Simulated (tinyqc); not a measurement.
Inside a calculation. Model: free and trapped electrons in a MOS channel with a dense trap tail.

Numbers from tinyqc (`OMP_NUM_THREADS=1 python tinyqc.py 2222207 2222208 out.jsonl`; about 0.02 s on one thread of a shared Intel Xeon 2.30GHz). Printed values are rounded.

p-type body, charge-sheet picture, full ionisation (an idealisation for deep acceptors), Boltzmann statistics for free electrons. e = Ec - EF at the surface. Acceptor-like traps of density D(E) = D0 + De exp(-E/Ew) at depth E below Ec, from 0 to Eu, hold n_t = integral of D(E)/(1 + exp((e - E)/Vt)). psi = Eg - Vt ln(Nv/Na) - e; N_dep = sqrt(2 eps0 eps_r Na (psi - Vt)/q); n_f = sqrt(N_dep^2 + 2 eps0 eps_r Vt Nc exp(-e/Vt)/q) - N_dep; Vg = Vfb + psi + q (N_dep + n_t + n_f)/Cox, Cox = eps0 eox/tox.

Values chosen for this exercise; band and dielectric values close to those of gallium nitride: temperature T = 300 K; band gap Eg = 3.36 eV; relative permittivity eps_r = 9.46; conduction-band density of states at T Nc = 2.26e18 cm^-3; valence-band density of states at T Nv = 4.68e19 cm^-3; relative permittivity of the insulator eox = 3.9; insulator thickness tox = 28 nm; acceptor density Na = 3.6e16 cm^-3; flat-band voltage without trapped charge Vfb = -2.76 V; constant background density of acceptor-like traps D0 = 2.3e11 cm^-2 eV^-1; density of the tail at the conduction edge De = 2.9e13 cm^-2 eV^-1; decay energy of the tail Ew = 0.07 eV; depth below Ec down to which the traps reach Eu = 0.52 eV; mobility of free electrons mf = 76 cm^2/(V s); Ec - EF at the surface e = 0.026 eV.

Constants: q = 1.602176634e-19 C, kB = 1.380649e-23 J/K, Vt = kB T/q, eps0 = 8.8541878128e-14 F/cm where lengths are in cm. Results are converted to the units shown.

Range of the model: EF lies less than 2 Vt below the band edge, or above it, where degeneracy and confinement, left out, matter.

## Trapped charge

Trapezoid rule on 13 equal steps from 0 to Eu, f = 1/(1 + exp((e - E)/Vt)).

```
point	E (eV)	D(E) f (cm^-2 eV^-1)
0	0	7.828300e12
1	0.04	1.049836e13
2	0.08	8.433888e12
3	0.12	5.312660e12
4	0.16	3.161606e12
5	0.2	1.893286e12
6	0.24	1.170267e12
7	0.28	7.611124e11
8	0.32	5.299459e11
9	0.36	3.993874e11
10	0.4	3.256565e11
11	0.44	2.840190e11
12	0.48	2.605055e11
13	0.52	2.472270e11
```

n_t = 1.482738e12 cm^-2

With 1600 steps n_t = 1.498e12 cm^-2; the coarse value is 1.0 % below it.

## Charges and gate voltage

psi, N_dep, n_f and Vg as defined, with the n_t given; free share n_f/(n_f + n_t); apparent mobility mf n_f/(n_f + n_t); gate voltage spent on traps q n_t/Cox.

psi = 3.148638 V
N_dep = 1.084182e12 cm^-2
n_f = 9.856951e10 cm^-2
Vg = 3.851475 V
free share = 6.233416 %
apparent mobility = 4.737396 cm^2/(V s)
gate voltage spent on traps = 1.926281 V
